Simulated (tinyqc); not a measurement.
Thermal stress, cracking, delamination and buckling of a thin film; Griffith cracks and misfitting inclusions: one step, computed by the program tinyqc. Command: `OMP_NUM_THREADS=1 python tinyqc.py 3004938 3004939 out.jsonl filmcrack walk`. One thread of a shared host (Intel(R) Xeon(R) Processor @ 2.30GHz), about 0.01 s of CPU time with the checks.

Isotropic linear elasticity; the substrate is much thicker than the film; stress is positive in tension.

Task: Elastic mismatch. Dundurs alpha = (Ebar - Ebar_s)/(Ebar + Ebar_s), with Ebar_s = E_s/(1 - nu_s^2). The channel-crack factor is taken as g = 1.258 (1 - alpha)^(-0.7), a rough interpolation chosen for the exercise (1.258 is the value for matched materials).

Inputs (values chosen for the exercise, modelled on a tungsten film on silicon):

| quantity | value | unit |
|---|---|---|
| deposition temperature T_d | 725 | K |
| final temperature T | 300 | K |
| substrate Young's modulus E_s | 167 | GPa |
| substrate Poisson ratio nu_s | 0.24 | - |

Ebar = 432.5315 GPa

Give: Dundurs alpha; factor g.

Result:

Dundurs alpha = 0.41874

factor g = 1.8392

A stiff film on a softer substrate opens wider and cracks more easily.
